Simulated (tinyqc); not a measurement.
# Worked calculation: long-channel MOSFET, surface-potential model

Program tinyqc, `OMP_NUM_THREADS=1 python tinyqc.py 2360039 2360040 out.jsonl`; Intel Xeon 2.30GHz, shared host, one thread, about 0.04 s. Printed values are rounded.

n-channel transistor on a uniformly doped p-type body, gradual-channel approximation, constant mobility, Boltzmann statistics, full ionisation. Potentials are counted from the neutral body; V is the electron quasi-Fermi potential, Vsb at the source and Vsb + Vds at the drain. Charges are magnitudes per area.

Values chosen for this exercise; material values close to those of silicon: temperature T = 293 K; band gap Eg = 1.13 eV; relative permittivity of the semiconductor eps_r = 11.7; conduction-band density of states at T Nc = 2.68e19 cm^-3; valence-band density of states at T Nv = 2.57e19 cm^-3; acceptor density of the body Na = 6.1e17 cm^-3; relative permittivity of the gate insulator eox = 8.8; insulator thickness tox = 20 nm; flat-band voltage Vfb = -0.85 V; channel mobility mu = 380 cm^2/(V s); gate width W = 20 um; gate length L = 0.5 um; source-body reverse bias Vsb = 0 V; gate-source voltage Vgs = 2.31 V; drain-source voltage Vds = 0.5 V.

Constants: q = 1.602176634e-19 C, kB = 1.380649e-23 J/K, Vt = kB T/q, eps0 = 8.8541878128e-14 F/cm where lengths are in cm. Results are converted to the units shown.

Range of the model: mu V/L, with V the smaller of Vds and Vgs - VT, passes 3e6 cm/s, so velocity saturation, left out here, would lower the current. The surface electron density at the source passes 0.3 Nc, where degeneracy, left out here, matters.

## Body potential, insulator capacitance and body factor

ni = sqrt(Nc Nv) exp(-Eg/(2 Vt)), Eg in volts; phiF = Vt ln(Na/ni); Cox = eps0 eox/tox; gamma = sqrt(2 q eps0 eps_r Na)/Cox. VT = Vfb + 2 phiF + gamma sqrt(2 phiF + Vsb), m = 1 + gamma/(2 sqrt(2 phiF + Vsb)).

ni = 5.01985e9 cm^-3
phiF = 0.470021 V
Cox = 0.389584 uF/cm^2
gamma = 1.15505 V^0.5
VT = 1.20993 V
m = 1.59566

## Iteration 1: surface potential at the source by Newton steps

psi at the start (the smaller of 2 phiF + Vsb + 4 Vt and the root without inversion charge) = 1.04104 V

With V = Vsb: G = psi - Vt + Vt e, e = exp((psi - 2 phiF - Vsb)/Vt); f = Vgs + Vsb - Vfb - psi - gamma sqrt(G); f' = -1 - gamma (1 + e)/(2 sqrt(G)); psi(new) = psi - f/f'.

G = 2.39453 V
f = 0.331603 V
f' = -21.7532
psi after iteration 1 = 1.05628 V

## Iteration 2: surface potential at the source by Newton steps

As before.

G = 3.55270 V
f = -0.0733927 V
f' = -31.9076
psi after iteration 2 = 1.05398 V

## Course of the iteration: surface potential at the source by Newton steps

Stop when psi changes by less than 1e-10 V, or after 40 iterations.

Course of the iteration:
```
iteration,psi (V),|change| (V)
1,1.05628,0.0152
2,1.05398,2.30e-3
3,1.05392,6.68e-5
4,1.05392,5.47e-8
5,1.05392,3.66e-14
```

Converged in 5 iterations. At the end the number of correct digits about doubles with each step.

## Charges and current of the charge-sheet model

psi_0 = 1.05392 V
psi_L = 1.51698 V

psi_0 and psi_L solve Vgs + Vsb - Vfb - psi = gamma sqrt(G) at V = Vsb and Vsb + Vds. Qi = Cox gamma [sqrt(G) - sqrt(psi - Vt)], G = psi - Vt + Vt exp((psi - 2 phiF - V)/Vt), at both ends. With U = Vgs + Vsb - Vfb: drift = mu (W/L) Cox [U (psi_L - psi_0) - (psi_L^2 - psi_0^2)/2 - (2/3) gamma ((psi_L - Vt)^1.5 - (psi_0 - Vt)^1.5)]; diffusion = mu (W/L) Vt (Qi0 - QiL).

Qi0 = 364.103 nC/cm^2
QiL = 90.4931 nC/cm^2
drift current = 1589.72 uA
diffusion current = 105.006 uA
drain current = 1694.73 uA

Drift carries 93.8 % of the current.

## Inversion charge along the channel

```
point,V (V)
0,0
1,0.0625
2,0.125
3,0.1875
4,0.25
5,0.3125
6,0.375
7,0.4375
8,0.5
```

The surface potential psi at channel potential V solves Vgs + Vsb - Vfb - psi = gamma sqrt(G), G = psi - Vt + Vt exp((psi - 2 phiF - V)/Vt). Charge sheet: Qi = Cox gamma [sqrt(G) - sqrt(psi - Vt)]. Pao-Sah: Qi = (Cox gamma/2) integral from 3 Vt to psi of exp((u - 2 phiF - V)/Vt)/sqrt(G(u, V)) du.

```
point,psi (V),"Qi, charge sheet (nC/cm^2)","Qi, Pao-Sah (nC/cm^2)"
0,1.05392,364.103,368.025
1,1.11356,327.820,331.212
2,1.17294,292.054,294.965
3,1.23197,256.811,259.284
4,1.29058,222.114,224.184
5,1.34865,188.011,189.711
6,1.40597,154.585,155.944
7,1.46226,121.988,123.032
8,1.51698,90.4931,91.2490
```

At the source the charge-sheet charge is 1.1 % below the Pao-Sah one.

## Pao-Sah current by Simpson's rule

I = mu (W/L) integral of Qi dV; Simpson's rule on the 9 points, step Vds/8, weights 1, 4, 2, ..., 4, 1 times step/3.

Pao-Sah current = 1717.10 uA

Gauss-Legendre quadrature on many points gives 1717 uA, so this value is within 0.01 % of it; the charge-sheet current, 1695 uA, is 1.3 % below it.
